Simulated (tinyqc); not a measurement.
# Lossy on-chip transmission line with skin effect: what changes with what

A uniform line in a homogeneous dielectric: c = sqrt(er)/(c0 Z0), l = Z0 sqrt(er)/c0 (c0 = 299792458 m/s), g = w c td, w = 2 pi f. The resistance joins its limits as r = sqrt(r_dc^2 + r_hf^2), with r_dc = rho/(wd th), r_hf = kr rho/(2 delta (wd + th)), delta = sqrt(rho/(pi f mu0)), mu0 = 4 pi 1e-7 H/m; this is an interpolation, and internal inductance, up to 0.05 nH/mm at low frequency, is neglected.

Parameters, values chosen for the exercise: width of the strip wd = 5.8 um; thickness of the strip th = 1.3 um; resistivity rho = 1.8 uohm cm; relative permittivity er = 4.2; loss tangent td = 0; lossless impedance sqrt(l/c) Z0 = 35 ohm; factor for crowding and the return path kr = 2; length len = 1.1 mm; source resistance Rg = 25 ohm; load resistance RL = 100 ohm; load capacitance CL = 100 fF; frequency f = 1.3 GHz.

Each table varies one quantity; the others keep the values above.

## Line properties against frequency

gamma = sqrt((r + i w l)(g + i w c)) = alpha + i beta, Zc = sqrt((r + i w l)/(g + i w c)), roots with positive real part; loss 8.685889638 alpha in dB; phase velocity w/beta. ZL = 1/(1/RL + i w CL); reflection (ZL - Zc)/(ZL + Zc); Zin = Zc (ZL + Zc tanh(gamma len))/(Zc + ZL tanh(gamma len)); H = V_load/V_source = [Zin/(Zin + Rg)]/[cosh(gamma len) + (Zc/ZL) sinh(gamma len)].

Line properties against frequency:
```
f (GHz)  r (ohm/mm)  r/(w l)  loss (dB/mm)  |Zc| (ohm)  phase velocity over c0  length in wavelengths  |H| (dB)
0.01          2.390    159.0       0.03316       441.3                 0.05455               6.726e-4    -2.119
0.03          2.396    53.13       0.05715       255.1                 0.09379               0.001174    -2.119
0.09          2.414    17.84       0.09751       147.9                  0.1589               0.002079    -2.121
0.3           2.474    5.486        0.1693       82.65                  0.2691               0.004091    -2.125
0.8           2.613    2.173        0.2490       54.13                  0.3747               0.007834    -2.133
2             2.919   0.9707        0.3310       41.32                  0.4460                0.01645    -2.143
7             3.945   0.3749        0.4815       36.17                  0.4799                0.05352    -2.075
20            5.822   0.1936        0.7191       35.32                  0.4857                 0.1511    -1.983
60            9.502   0.1053         1.177       35.10                  0.4873                 0.4518    -5.783
```

Read the table: what changes, and by how much?

r equals w l at 1.93 GHz: below it |Zc| and the delay grow as in an RC line, above it |Zc| tends to Z0 = 35 ohm and the velocity to 1/sqrt(er) = 0.488 c0. The loss goes as f^(0.50) between the first two rows and f^(0.45) between the last two. |H| is -2.12 dB in the first row and -5.78 dB in the last; between rows it can pass through resonances that the table doesn't show.

## Effect of the length

Same model as above.

The same in every row: r (ohm/mm) = 2.744; r/(w l) = 1.404; loss (dB/mm) = 0.2918; |Zc| (ohm) = 45.95; phase velocity over c0 = 0.4181.

Effect of the length:
```
len (mm)  length in wavelengths  |H| (dB)
0.11                   0.001141    -1.960
0.19                   0.001971    -1.975
0.34                   0.003526    -2.002
0.59                   0.006119    -2.048
1                       0.01037    -2.121
1.8                     0.01867    -2.261
3.1                     0.03215    -2.480
5.5                     0.05704    -2.875
```

As len goes from 0.11 to 5.5, the loss stays at 0.292 dB/mm, |Zc| stays at 46.0 ohm and |H| goes from -1.96 to -2.88 dB, with its highest value among the rows, -1.96 dB, at len = 0.11.

Numbers from tinyqc (`OMP_NUM_THREADS=1 python tinyqc.py 2810169 2810170 out.jsonl`; about 0.01 s on one thread of a shared Intel Xeon 2.30GHz).
